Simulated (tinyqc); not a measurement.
Bandgap voltage reference from two bipolar transistors: two steps of the calculation.

Two transistors of area 1 and N carry the same current I. Is(T) = Is (T/T0)^eta exp[(Vg0 q/kB)(1/T0 - 1/T)], VBE1 = Vt ln(I/Is(T)) + I rb, VBE2 = Vt ln(I/(N Is(T))) + I rb/N. The amplifier forces I R1(T) = VBE1 - VBE2 + Vos, with R(T) = R (1 + tc (T - T0)) for both resistors, and the output is Vref = VBE1 + I R2(T). Base currents and the Early effect are neglected.

Parameters, values chosen for the exercise; values of the order met in silicon bipolar transistors:
```
symbol    value   unit                                                   meaning
T0          300      K                                     reference temperature
Vg0       1.143      V                      band-gap voltage extrapolated to 0 K
eta         3.1                   temperature exponent of the saturation current
Is      1.5e-17      A           saturation current of the unit transistor at T0
N            15                              area ratio of the second transistor
R1           20   kohm  resistor across which the difference of VBE falls, at T0
tc            0  ppm/K                 temperature coefficient of both resistors
Vos           0     mV                                   offset of the amplifier
rb           51    ohm                  series resistance of the unit transistor
R2        152.7   kohm                                     output resistor at T0
T           398      K                                               temperature
```

Constants: q = 1.602176634e-19 C, kB = 1.380649e-23 J/K. Results are converted to the units shown.

Problem 1. Operating point at the reference temperature. Vt = kB T/q; I = (Vt ln N + Vos)/(R1(T) - rb (1 - 1/N)). Evaluate at T = T0.

Give: Vt; I; Is(T); VBE1; I R2; Vref.

Solution 1.

Vt = 0.025852 V
I = 3.5088 uA
Is(T) = 1.5000e-17 A
VBE1 = 0.67694 V
I R2 = 0.53579 V
Vref = 1.2127 V

Problem 2. Operating point at another temperature. 

Find: Vt; I; Is(T); VBE1; I R2; Vref.

Solution 2.

Vt = 0.03430 V
I = 4.655 uA
Is(T) = 1.926e-12 A
VBE1 = 0.5043 V
I R2 = 0.7108 V
Vref = 1.215 V

From T0 to T, VBE1 changes by -173 mV and I R2 by 175 mV, which leaves 2.42 mV in Vref.

tinyqc, about 0.03 s, one thread, Intel Xeon 2.30GHz (shared host): `OMP_NUM_THREADS=1 python tinyqc.py 2062091 2062092 out.jsonl`
